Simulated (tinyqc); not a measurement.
Avalanche multiplication and breakdown of a junction from ionisation integrals: one step, computed by the program tinyqc. Command: `OMP_NUM_THREADS=1 python tinyqc.py 3023049 3023050 out.jsonl impact walk`. One thread of a shared host (Intel(R) Xeon(R) Processor @ 2.30GHz), about 0.01 s of CPU time with the checks.

Ionisation coefficients follow the local field. Position x runs through the depletion layer from the p side (x = 0), where electrons enter, to the n side (x = w), where holes enter. The built-in voltage is neglected.

Problem. Multiplication and noise. M_n = 1/(1 - I_n), M_p = M_n exp(-Phi(w)); McIntyre excess noise for the carrier with the larger M, F_x = k M + (1 - k)(2 - 1/M), with k = (smaller M - 1)/(larger M - 1).

Junction: p-i-n with uniform field.

Every 50th point:
```
x (micrometre)  F (MV/cm)  alpha_n (1/cm)  alpha_p (1/cm)        Phi  I_n up to x
0.00            0.2753187        7619.665        1151.836  0.0000000    0.0000000
0.05            0.2753187        7619.665        1151.836  0.0323391    0.0374889
0.10            0.2753187        7619.665        1151.836  0.0646783    0.0737848
0.15            0.2753187        7619.665        1151.836  0.0970174    0.1089257
0.20            0.2753187        7619.665        1151.836  0.1293566    0.1429484
0.25            0.2753187        7619.665        1151.836  0.1616957    0.1758884
0.30            0.2753187        7619.665        1151.836  0.1940348    0.2077802
0.35            0.2753187        7619.665        1151.836  0.2263740    0.2386571
0.40            0.2753187        7619.665        1151.836  0.2587131    0.2685515
```

Give: M_n; M_p; effective k; excess noise factor.

Solution.

M_n = 1.3672

M_p = 1.0555

effective k = 0.15117

excess noise factor = 1.2835

Injecting electrons gives the larger gain and, at equal gain, the lower noise.
